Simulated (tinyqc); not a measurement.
Pressure-driven transition between two phases with analytic equations of state: one step, computed by the program tinyqc.

Each phase obeys E = E0 + (B0 V/B') [(V0/V)^B'/(B' - 1) + 1] - B0 V0/(B' - 1), P = (B0/B') [(V0/V)^B' - 1]; E0 = 0 for phase 1 and Delta E0 for phase 2. H = E + P V.

Task: One Newton step. At the estimate, solve P(V) = P for each phase, form H, and step P(new) = P - (H_2 - H_1)/(V_2 - V_1), since dH/dP = V.

Inputs (values chosen for the exercise, for two model phases):
```
quantity                                    value             unit
volume V0 of phase 1                         24.7  angstrom^3/atom
B0 of phase 1                                26.3              GPa
B' of phase 1                                3.84                -
volume V0 of phase 2                         19.9  angstrom^3/atom
B0 of phase 2                                27.6              GPa
B' of phase 2                                 4.3                -
energy of phase 2 above phase 1, Delta E0  0.0091          eV/atom
```

Equation of state: Murnaghan.

rigid estimate = 0.3037460 GPa

Constants: 1 eV/angstrom^3 = 160.2176634 GPa.

Give: V_1; H_1; V_2; H_2; next pressure.

Result:

V_1 = 24.422 angstrom^3

H_1 = 0.046562 eV

V_2 = 19.687 angstrom^3

H_2 = 0.046623 eV

next pressure = 0.30584 GPa
